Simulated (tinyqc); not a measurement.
Inside a calculation. Method: coherent transport through a tight-binding region between two chains. One step of it, computed by the program tinyqc.

Problem. Transmission at E = 0.41 eV. Surface Green function g = (E - i sqrt(4 t^2 - E^2)) / (2 t^2); self-energy tc^2 g on each contact site; G = (E - H - Sigma)^(-1); Gamma = -2 Im Sigma; T = Gamma_L Gamma_R |G_LR|^2; local density of states -Im G_ii / pi.

H of the central region (eV):
```
           1          2          3
1   0.000000  -1.520000   0.000000
2  -1.520000   0.000000  -1.520000
3   0.000000  -1.520000   0.000000
```

Leads: semi-infinite chains with site energy 0:
```
parameter                           value
lead hopping t (eV)              2.690000
coupling to the left lead (eV)   0.870000
coupling to the right lead (eV)  1.340000
left contact site                       1
right contact site                      3
```

E = 0.410000 eV

Give: g; G; local density of states; transmission.

Solution.

g = 0.0283-0.3707i 1/eV

G (1/eV):
```
                 1                2                3
1   0.4471-0.6780i   0.4185+0.0908i  -0.5600+0.6535i
2   0.4185+0.0908i  -0.0902-0.1004i   0.2638-0.0637i
3  -0.5600+0.6535i   0.2638-0.0637i   0.4888-0.6363i
```

local density of states (1/eV): 0.2158  0.0320  0.2025

transmission = 0.5532
